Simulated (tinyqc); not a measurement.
Surface potential of a MOS transistor: implicit equation and explicit approximations: effect of the insulator thickness at fixed gate voltage.

p-type body, charge-sheet picture, depletion and inversion only, full ionisation (an idealisation for deep acceptors), Boltzmann statistics (rough once Na exp(x - xn) passes about Nc/7). In units of Vt: xg = (Vg - Vfb)/Vt, x = psi/Vt, G = gamma/sqrt(Vt), xn = (2 phiF + Vc)/Vt. The implicit equation is (xg - x)^2 = G^2 [x - 1 + exp(x - xn)] for x above about 3. Cox = eps0 eox/tox.

ni = sqrt(Nc Nv) exp(-Eg/(2 Vt)), Eg in volts; phiF = Vt ln(Na/ni); gamma = sqrt(2 q eps0 eps_r Na)/Cox; VT = Vfb + Vt (xn + G sqrt(xn - 1)). Depletion value a = 1 + [sqrt(G^2/4 + xg - 1) - G/2]^2; inversion value b = xn + ln[(xg - xn)^2/G^2 - xn + 1] and first guess y = min(a, b) - ln(1 + exp(-|a - b|)) if a > xn + 1, else b = y = a; one second-order correction with D = exp(y - xn), p = 2 (xg - y) + G^2 (1 + D), w = (xg - y)^2 - G^2 (y - 1 + D): z = y + 2 w/(p + sqrt(p^2 - 2 (2 - G^2 D) w)), or the Newton step z = y + w/p where the root is not real. N_inv = (Cox Vt G/q) [sqrt(x - 1 + exp(x - xn)) - sqrt(x - 1)] at the root. Lambert form (Cox m Vt/q) W0[(G/(2 m sqrt(xn - 1))) exp((Vg - VT)/(m Vt))], m = 1 + G/(2 sqrt(xn - 1)). Errors under 1e-4 mV, and the linear form below VT, are printed as 0.

Parameters, values chosen for the exercise; band and dielectric values close to those of silicon:
- T = 350 K (temperature)
- Eg = 1.14 eV (band gap)
- eps_r = 11.5 (relative permittivity)
- Nc = 3.52e19 cm^-3 (conduction-band density of states at T)
- Nv = 3.33e19 cm^-3 (valence-band density of states at T)
- eox = 8.74 (relative permittivity of the gate insulator (close to aluminium oxide))
- Na = 4e16 cm^-3 (acceptor density)
- Vfb = -0.33 V (flat-band voltage)
- Vc = 0.2 V (channel-body voltage)
- Vg = 0.64 V (gate-body voltage)

Constants: q = 1.602176634e-19 C, kB = 1.380649e-23 J/K, Vt = kB T/q, eps0 = 8.8541878128e-14 F/cm where lengths are in cm. Results are converted to the units shown.

Result of one run:
```
psi (V)    x - xn  error of y (mV)  error of z (mV)  N_inv (cm^-2)  Cox (Vg - VT)/q (cm^-2)  Lambert form (cm^-2)
0.91934  -0.44285            0.528                0       7.2837e9                        0              7.2687e9
```

Which insulator thickness tox gave this result: 2.6, 3.6, 17 or 23 nm?

tox = 3.6 nm.

The whole series:
```
tox (nm)  psi (V)     x - xn  error of y (mV)  error of z (mV)  N_inv (cm^-2)  Cox (Vg - VT)/q (cm^-2)  Lambert form (cm^-2)
2.6       0.93292  0.0073859            0.597                0      1.1307e10                1.5529e10             1.1401e10
3.6       0.91934   -0.44285            0.528                0       7.2837e9                        0              7.2687e9
4.9       0.90203    -1.0167            0.406                0       4.1533e9                        0              4.0943e9
6.7       0.87862    -1.7929            0.255                0       1.9404e9                        0              1.8821e9
9.1       0.84835    -2.7967            0.127                0       7.2484e8                        0              6.8756e8
12        0.81318    -3.9626           0.0522                0       2.3100e8                        0              2.1266e8
17        0.75615    -5.8536           0.0111                0       3.6214e7                        0              3.1298e7
23        0.69346    -7.9320          1.87e-3                0       4.7406e6                        0              3.7054e6
```

As tox goes from 2.6 to 23, psi falls from 0.933 to 0.693 V, x - xn falls from 0.00739 to -7.93 and N_inv falls from 1.13e10 to 4.74e6 cm^-2. The Lambert form lies between 0.782 and 1.01 times N_inv.

Program tinyqc, `OMP_NUM_THREADS=1 python tinyqc.py 2122043 2122044 out.jsonl`; Intel Xeon 2.30GHz, shared host, one thread, about 0.01 s.
